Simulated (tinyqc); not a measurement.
Stillinger-Weber potential for a tetrahedral semiconductor: one step, computed by the program tinyqc.

With x = r/sigma: pair term eps A (B x^-4 - 1) exp(1/(x - a)); for each pair of neighbours j, k of atom i, three-body term eps lambda exp(gamma/(x_ij - a) + gamma/(x_ik - a)) (cos theta_jik + 1/3)^2; both vanish beyond x = a. A = 7.049556277, B = 0.6022245584, a = 1.8.

Question. The diamond lattice. All angles are tetrahedral, so only the pair term acts; its minimum lies at x = 2^(1/6) with depth eps, and second neighbours lie beyond the cut-off. a0 = 4 d/sqrt3; E = -2 eps per atom.

Inputs (values chosen for the exercise, modelled on silicon): energy scale eps = 2.107 eV; length scale sigma = 2.082 angstrom.

Give: bond length d; lattice constant a0; energy per atom.

Answer.

bond length d = 2.337 angstrom

lattice constant a0 = 5.397 angstrom

energy per atom = -4.214 eV
